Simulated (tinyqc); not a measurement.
## Insulator thickness and V0 from two charges

Problem. In an undoped wire Vg - V0 = Q/Cox + Vt ln(Q/Q0) + Vt ln(1 + Q/Q0) at the source, with Q0 = 4 eps0 eps_r Vt/R and Cox = eps0 eox/(R ln(1 + tox/R)). Find Cox, tox and V0.

Values chosen for this exercise; material values close to those of In0.53Ga0.47As:
```
symbol  value  unit                                      meaning
T         250     K                                  temperature
eps_r    13.7         relative permittivity of the semiconductor
eox        23        relative permittivity of the gate insulator
R          10    nm                                  wire radius
```

Constants: q = 1.602176634e-19 C, kB = 1.380649e-23 J/K, Vt = kB T/q, eps0 = 8.8541878128e-14 F/cm where lengths are in cm. Results are converted to the units shown.

Qs at Vg = 0.9 and 1.3 V (nC/cm^2): 543.58586  1425.5551

Solution. The two equations are linear in 1/Cox and V0; tox follows by inverting the logarithm.

Cox = 2.445 uF/cm^2
tox = 13.00 nm
V0 = 0.6028 V

Numbers from tinyqc (`OMP_NUM_THREADS=1 python tinyqc.py 2460025 2460026 out.jsonl`; about 0.02 s on one thread of a shared Intel Xeon 2.30GHz).
